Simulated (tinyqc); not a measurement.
# Crystallisation kinetics and data retention of a phase-change cell: what changes with what

Johnson-Mehl-Avrami-Kolmogorov law X = 1 - exp(-y^n), y = integral of k dt, k = (1/100 s) exp[-(Ec q/kB)(1/T - 1/T1)].

Values chosen for this exercise; values of the order of Ge-Sb-Te and related chalcogenides: activation energy of crystallisation Ec = 2.99 eV; temperature at which the rate k is 1/(100 s) T1 = 453 K; Avrami exponent n = 4; crystalline share at which the state is lost Xf = 0.4; storage temperature T = 359 K.

Constants: q = 1.602176634e-19 C, kB = 1.380649e-23 J/K. Results are converted to the units shown.

Each table varies one quantity; the others keep the values above.

## Kissinger analysis

Tp is the temperature of the largest dX/dt on a ramp of rate b (b in K/min in the logarithm).

Kissinger analysis:
```
b (K/min)	Tp (K)	q/kB Tp (1/eV)	ln(b/Tp^2)	X at the peak
0.5	442.1	26.25	-12.88	0.6299
1	445.9	26.02	-12.20	0.6298
2	449.9	25.80	-11.52	0.6298
5	455.1	25.50	-10.63	0.6298
10	459.2	25.27	-9.956	0.6298
20	463.3	25.05	-9.281	0.6298
50	468.9	24.75	-8.389	0.6297
100	473.2	24.52	-7.714	0.6297
```

Read the table: what changes, and by how much?

Tp rises from 442 to 473 K. The slope of ln(b/Tp^2) against q/kB Tp between the end rows is -2.989 eV, against Ec = 2.99 eV, and X at the peak stays near 1 - 1/e = 0.632 (0.630 to 0.630).

## Effect of the activation energy at a fixed measured point

Same model as above.

At fixed T the state fails at t = (-ln(1 - Xf))^(1/n)/k; ten years are 3.15576e8 s. k at T1 is held.

Effect of the activation energy at a fixed measured point:
```
Ec (eV)	temperature for ten years (K)	time to fail at T (years)
1.5	325.01	0.062737
1.8	341.07	0.46929
2.1	353.55	3.5104
2.4	363.52	26.258
2.7	371.68	196.42
3	378.47	1469.2
3.3	384.22	10990
3.6	389.14	82208
```

Read the table: what changes, and by how much?

The ten-year temperature rises from 325 to 389 K, and the projected life at 359 K spans 6.12 decades: an error of 0.1 eV changes it by a factor of 1.96.

Range of the model: One Arrhenius rate is assumed; incubation, growth from the boundary and the non-Arrhenius kinetics of the supercooled liquid are left out.

tinyqc, about 0.04 s, one thread, Intel Xeon 2.30GHz (shared host): `OMP_NUM_THREADS=1 python tinyqc.py 2490149 2490150 out.jsonl`
